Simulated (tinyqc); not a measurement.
Worked calculation: one-electron ion in a basis of Gaussians. One step of it, computed by the program tinyqc.

Task: Generalised eigenproblem. Solve H C = S C e through S^(-1/2); each column has its largest component positive (the first on a tie).

H = T + V (hartree), lower triangle:
```
,1,2,3,4,5
1,-1.513755
2,-1.290061,-1.636824
3,-0.621716,-1.456676,4.620553
4,-0.223937,-1.048412,3.502241,50.047296
5,-0.072655,-0.442991,-0.754888,40.232407,303.594837
```

S, lower triangle:
```
,1,2,3,4,5
1,1.000000
2,0.492060,1.000000
3,0.098483,0.491988,1.000000
4,0.014864,0.098476,0.492035,1.000000
5,0.002102,0.014858,0.098461,0.491932,1.000000
```

Give: eigenvalues of S; eigenvalues; coefficients.

Result:

eigenvalues of S: 0.2533  0.4701  0.8695  1.4293  1.9778

eigenvalues (hartree): -1.9688  -0.6084  7.9393  64.2547  375.4720

coefficients:
```
,1,2,3,4,5
1,0.5066,1.0213,0.2655,-0.0735,0.0236
2,0.6144,-0.8856,-0.7998,0.2503,-0.0801
3,0.0749,-0.0816,1.1798,-0.6924,0.2314
4,0.0053,-0.0066,-0.0283,1.2083,-0.6399
5,0.0004,-0.0003,0.0082,-0.0626,1.1712
```

For Z = 4 and l = 1 the exact lowest level is -Z^2/(2 n^2) with n = l + 1: -2.000000 hartree.
